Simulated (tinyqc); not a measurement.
Franz-Keldysh effect at a direct gap, step by step. Values are carried at full precision from step to step, so a last printed digit may differ when a step is redone from the rounded ones.

Parabolic bands, vertical transitions, no excitons. For each hole band j: mr = me mj/(me + mj); joint density of states J_j(E) = (mr/c)^(3/2) sqrt(E - Eg)/(2 pi^2), both spins, c = hbar^2/2m0; averaged matrix element |e.p|^2 = m0 Ep/6; alpha_j(E) = 4 pi^2 alpha_f c Ep J_j/(3 nr E) in 1/angstrom (alpha_f the fine-structure constant, listed as alpha among the constants), times 1e8 for 1/cm.

In a field Fd (1 kV/cm = 1e-5 V/angstrom) the electro-optic energy of band j is th = (c (e Fd)^2/mr)^(1/3), and sqrt(E - Eg) in J_j is replaced by pi sqrt(th) [Ai'(b)^2 - b Ai(b)^2] with b = (Eg - E)/th; Ai is the Airy function.

Constants: hbar^2/2m0 = 3.80998211 eV angstrom^2; fine-structure constant alpha = 0.007297352564.

Inputs chosen for the exercise (near those of InP; not measured data): Eg = 1.348 eV (direct gap); me = 0.0772 m0 (electron mass); mhh = 0.614 m0 (heavy-hole mass); mlh = 0.086 m0 (light-hole mass); Ep = 19.9 eV (Kane energy); nr = 3.45 (refractive index); Fd = 100 kV/cm (uniform field); E = 1.46 eV (photon energy); L = 250 micrometre (length of a waveguide).

## Electro-optic energy and length

For each hole band give mr, th and the length th/(e Fd).

Scales:
```
hole   mr (m0)  th (meV)  length (angstrom)
heavy  0.06858    38.158               38.2
light  0.04068    45.413               45.4
```

The light-hole pair has th larger by a factor 1.190, the cube root of the ratio of reduced masses.

## Airy factors at E

Ai is the Airy function, th the electro-optic energy of each hole band from the table (its other columns are not needed here), b = (Eg - E)/th with th in eV; the factor takes the place of sqrt(E - Eg) in the joint density of states.

Form b, Ai(b), Ai'(b) and the factor pi sqrt(th) [Ai'^2 - b Ai^2] for each band, beside sqrt(E - Eg) (zero below the gap).

Factors:
```
hole         b     Ai(b)  Ai'(b)  factor (eV^(1/2))  without field
heavy  -2.9352   -0.3561  0.3853             0.3195         0.3347
light  -2.4663  -0.08929  0.6873             0.3294         0.3347
```

## Absorption with and without the field

Put the factors in place of sqrt(E - Eg) in alpha_j and add the bands; a waveguide of length L changes its transmission by 4.343 (alpha(F) - alpha(0)) L dB.

alpha_j in the field (1/cm): heavy 5.65e+03, light 2.66e+03

alpha(F) = 8.31e+03 1/cm
alpha(0) = 8622 1/cm
change of loss = -33.7 dB

Without the field the loss over L is 936 dB, so this energy is of no use for a modulator. Above the gap the field lowers the absorption at this energy; the sign alternates with energy (Franz-Keldysh oscillations). Excitons, which add a sharp peak at low field, are left out.

## Checks

- Airy factor at b = -40 against the zero-field limit sqrt(-b): 6.33 against 6.32.

Computed by tinyqc, a small Python program: `OMP_NUM_THREADS=1 python tinyqc.py 1682152 1682153 out.jsonl` (the numbers bound the seed that draws the inputs); one thread of a shared host (Intel(R) Xeon(R) Processor @ 2.30GHz), about 0.01 s for the whole set of steps.
